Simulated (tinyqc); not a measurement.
# Landau coefficient from the swing

Question. Below threshold and near Q = 0, a ferroelectric film of thickness tf changes the swing n Vt ln 10 by the factor 1 + 2 al tf Cp, and al = -3 sqrt(3) Ec/(4 Pr) (1 nm times 1 kV/cm is 1e-4 V). Find n, al and Pr.

Inputs (values chosen for the exercise): temperature T = 293 K; coercive field Ec = 600 kV/cm; overlap capacitance per gate area Cp = 0.66 uF/cm^2.

Constants: q = 1.602176634e-19 C, kB = 1.380649e-23 J/K, Vt = kB T/q. Results are converted to the units shown.

swing without the film and with tf = 35 nm (mV/decade): [61.625728, 47.756343]

Answer. The first swing gives n, the ratio of the two gives al, and Ec then gives Pr.

n = 1.060
al = -48.71 kV cm/uC
Pr = 16.00 uC/cm^2

Computed by the program tinyqc: `OMP_NUM_THREADS=1 python tinyqc.py 2860108 2860109 out.jsonl`, one thread of a shared Intel Xeon 2.30GHz, about 0.02 s for the whole run.
